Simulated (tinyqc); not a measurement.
Coupled-perturbed Hartree-Fock on RHF in the sto-6g basis, for BeH2, spin multiplicity 1, step by step. One step of it, computed by the program tinyqc.

Task: Coupled step 2. U_ai = -(mu_ai + sum_bj [4 (ai|bj) - (ab|ij) - (aj|bi)] U_bj) / (e_a - e_i); alpha = -4 sum U_ai mu_ai.

U after step 1:
```
           i1         i2         i3
a4  -0.017486  -1.977656   0.336435
a5   0.001338   0.151318  -0.025742
a6   0.000000   0.000000   0.000000
a7   0.000000   0.000000   0.000000
```

dipole integrals <a|z|i> (bohr):
```
           i1         i2         i3
a4   0.145265   0.946666  -0.148607
a5  -0.011115  -0.072433   0.011371
a6   0.000000   0.000000   0.000000
a7   0.000000   0.000000   0.000000
```

orbital energies (hartree): MO1 -4.599825, MO2 -0.428489, MO3 -0.386205, MO4 0.210217, MO5 0.210217, MO6 0.375329, MO7 0.741143

Two-electron integrals over orbitals (pq|rs), unique and non-zero (hartree):
```
(11|11) 2.280918    (21|11) -0.187105   (21|21) 0.024268    (22|11) 0.464936
(22|21) -0.005045   (22|22) 0.396672    (31|11) 0.028150    (31|21) -0.002782
(31|22) 0.004574    (31|31) 0.005715    (32|11) -0.001468   (32|21) 0.002332
(32|22) 0.051611    (32|31) 0.010685    (32|32) 0.145644    (33|11) 0.427280
(33|21) -0.002749   (33|22) 0.376115    (33|31) -0.002960   (33|32) -0.042387
(33|33) 0.428031    (41|41) 0.016027    (42|41) 0.014576    (42|42) 0.046414
(43|41) -0.002247   (43|42) -0.004996   (43|43) 0.013618    (44|11) 0.570058
(44|21) -0.006868   (44|22) 0.356293    (44|31) 0.001002    (44|32) -0.000119
(44|33) 0.339136    (44|44) 0.450117    (51|51) 0.016027    (52|51) 0.014576
(52|52) 0.046414    (53|51) -0.002247   (53|52) -0.004996   (53|53) 0.013618
(54|54) 0.024258    (55|11) 0.570058    (55|21) -0.006868   (55|22) 0.356293
(55|31) 0.001002    (55|32) -0.000119   (55|33) 0.339136    (55|44) 0.401601
(55|55) 0.450117    (61|11) -0.199827   (61|21) 0.026326    (61|22) -0.006622
(61|31) -0.004450   (61|32) -0.000475   (61|33) -0.002798   (61|44) -0.005378
(61|55) -0.005378   (61|61) 0.029068    (62|11) 0.133978    (62|21) -0.006435
(62|22) -0.021476   (62|31) 0.000454    (62|32) -0.015394   (62|33) -0.036995
(62|44) 0.063465    (62|55) 0.063465    (62|61) -0.005580   (62|62) 0.080279
(63|11) -0.031734   (63|21) 0.001047    (63|22) -0.026969   (63|31) -0.000745
(63|32) -0.086074   (63|33) 0.034598    (63|44) -0.015753   (63|55) -0.015753
(63|61) 0.001084    (63|62) -0.006910   (63|63) 0.087931    (64|41) 0.016287
(64|42) 0.046030    (64|43) -0.007947   (64|64) 0.050315    (65|51) 0.016287
(65|52) 0.046030    (65|53) -0.007947   (65|65) 0.050315    (66|11) 0.474102
(66|21) -0.007335   (66|22) 0.377343    (66|31) 0.000179    (66|32) -0.010139
(66|33) 0.395159    (66|44) 0.357635    (66|55) 0.357635    (66|61) -0.007349
(66|62) -0.025422   (66|63) 0.012889    (66|66) 0.398736    (71|11) -0.010108
(71|21) 0.002999    (71|22) 0.005561    (71|31) 0.009693    (71|32) 0.017160
(71|33) -0.005495   (71|44) -0.000181   (71|55) -0.000181   (71|61) 0.000608
(71|62) -0.000861   (71|63) 0.000188    (71|66) -0.001892   (71|71) 0.019238
(72|11) 0.028315    (72|21) -0.000293   (72|22) -0.015184   (72|31) 0.004325
(72|32) -0.040045   (72|33) 0.006828    (72|44) 0.012553    (72|55) 0.012553
(72|61) -0.001208   (72|62) 0.022582    (72|63) 0.058785    (72|66) -0.000712
(72|71) 0.007911    (72|72) 0.060609    (73|11) 0.146055    (73|21) -0.004021
(73|22) -0.000964   (73|31) -0.000369   (73|32) -0.001218   (73|33) -0.017788
(73|44) 0.066999    (73|55) 0.066999    (73|61) -0.003331   (73|62) 0.074208
(73|63) -0.022432   (73|66) -0.019524   (73|71) -0.001766   (73|72) 0.010437
(73|73) 0.083968    (74|41) 0.000929    (74|42) 0.004760    (74|43) 0.012784
(74|64) 0.001917    (74|74) 0.016993    (75|51) 0.000929    (75|52) 0.004760
(75|53) 0.012784    (75|65) 0.001917    (75|75) 0.016993    (76|11) -0.001250
(76|21) 0.001640    (76|22) 0.043971    (76|31) 0.009906    (76|32) 0.133108
(76|33) -0.043822   (76|44) 0.000665    (76|55) 0.000665    (76|61) -0.000899
(76|62) -0.012215   (76|63) -0.089511   (76|66) -0.012957   (76|71) 0.016237
(76|72) -0.049216   (76|73) 0.001247    (76|76) 0.135614    (77|11) 0.552447
(77|21) -0.007086   (77|22) 0.411599    (77|31) 0.001975    (77|32) 0.017384
(77|33) 0.417706    (77|44) 0.380415    (77|55) 0.380415    (77|61) -0.007732
(77|62) -0.022917   (77|63) -0.007818   (77|66) 0.415052    (77|71) 0.000973
(77|72) -0.008360   (77|73) 0.001326    (77|76) 0.012713    (77|77) 0.462331
```

Give: U after step 2; polarisability.

Result:

U after step 2:
```
         i1       i2       i3
a4  -0.0108  -2.1450   0.3679
a5   0.0008   0.1641  -0.0281
a6   0.0000   0.0000   0.0000
a7   0.0000   0.0000   0.0000
```

polarisability = 8.3963 bohr^3
